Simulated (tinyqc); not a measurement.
Short-channel transistor, virtual-source model with series resistance: effect of the channel length on the on and off currents.

The current per gate width is the charge at the top of the source barrier (the virtual source) times its velocity times a saturation function; al and be are fitting constants of the model. Units: I in uA/um, Rs in ohm um, so I Rs = 1e-6 I Rs in volts; Q in uC/cm^2, so I = 1e-4 Q vx0 Fsat with vx0 in cm/s.

Intrinsic voltages Vg' = Vgs - I Rs, Vd' = Vds - 2 I Rs. n = n0 + nd Vd', VT = VT0 - dl Vd', Ff = 1/(1 + exp((Vg' - VT + al Vt/2)/(al Vt))), Q = Cinv n Vt ln(1 + exp((Vg' - VT + al Vt Ff)/(n Vt))), Vdsat = (vx0 L/mu)(1 - Ff) + Vt Ff, Fsat = u/(1 + u^be)^(1/be) with u = Vd'/Vdsat, and I = Q vx0 Fsat per width. I is solved self-consistently. Ion is I at Vgs = Vds = 0.9 V, Ioff at Vgs = 0, Vds = 0.9 V, and Rlin = Vds/I at Vgs = 0.9 V, Vds = 0.05 V. mu, vx0, VT0, dl and n0 are held fixed.

Inputs (values chosen for the exercise):
```
symbol,value,unit,meaning
T,300,K,temperature
Cinv,3.01,uF/cm^2,inversion capacitance
vx0,2.32e7,cm/s,velocity at the virtual source
mu,1100,cm^2/(V s),apparent mobility
VT0,0.42,V,threshold at zero drain voltage
dl,0.069,V/V,drain-induced barrier lowering
n0,1.14,,subthreshold factor
nd,0.2,1/V,growth of n with drain voltage
al,3.5,,threshold shift (in units of Vt) from weak to strong inversion
be,1.4,,sharpness of saturation
Rs,200,ohm um,series resistance of each contact
```

Constants: q = 1.602176634e-19 C, kB = 1.380649e-23 J/K, Vt = kB T/q. Results are converted to the units shown.

Results:
```
L (nm)  Ion (uA/um)  Ioff (nA/um)  log10(Ion/Ioff)  Rlin (ohm um)
10             1467         86.31            4.230          406.7
15             1460         86.30            4.228          410.0
24             1447         86.29            4.224          416.0
36             1427         86.27            4.219          423.9
55             1396         86.24            4.209          436.4
85             1346         86.19            4.194          456.1
200            1188         86.00            4.140          530.9
```

Estimate the missing row, L = 130 nm.

Computed row:
```
L (nm)  Ion (uA/um)  Ioff (nA/um)  log10(Ion/Ioff)  Rlin (ohm um)
130            1278         86.12            4.172          485.5
```

With this row back in the table: As L goes from 10 to 200 nm, Ion falls from 1470 to 1190 uA/um, Ioff stays near 86.2 nA/um and Rlin rises from 407 to 531 ohm um. Ion changes by a factor of 0.810 and Ioff by 0.996. Below threshold Vdsat is near Vt, so L and mu hardly reach the off current. At L = 200 nm the channel is long for this model, whose fixed vx0 belongs to short devices.

Computed by the program tinyqc: `OMP_NUM_THREADS=1 python tinyqc.py 2380118 2380119 out.jsonl`, one thread of a shared Intel Xeon 2.30GHz, about 0.01 s for the whole run.
